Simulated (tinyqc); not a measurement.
Stress in a transistor channel from embedded alloy regions, liners and fins, by half-space elasticity: one step, computed by the program tinyqc.

Plane strain in an isotropic half-space, the same constants everywhere; x along the channel from its centre, y downwards from the free surface; stress is positive in tension.

Problem. Relaxation at the ends of a cut stripe. Shear-lag estimate for a stripe of length l and height h on a like substrate: the stress along it is s(x)/s_film = 1 - cosh(x/lam)/cosh(l/(2 lam)), lam = (pi/2) g h with g = 1.258; mean = 1 - (2 lam/l) tanh(l/(2 lam)).

Inputs (values chosen for the exercise, modelled on silicon): length of a cut fin or stripe = 60 nm; height of the strained layer h = 40 nm.

Give: transfer length lam; share kept at the centre; share kept on average.

Solution.

transfer length lam = 79.04 nm

share kept at the centre = 0.06794

share kept on average = 0.04540

Cutting has released much of the strain.
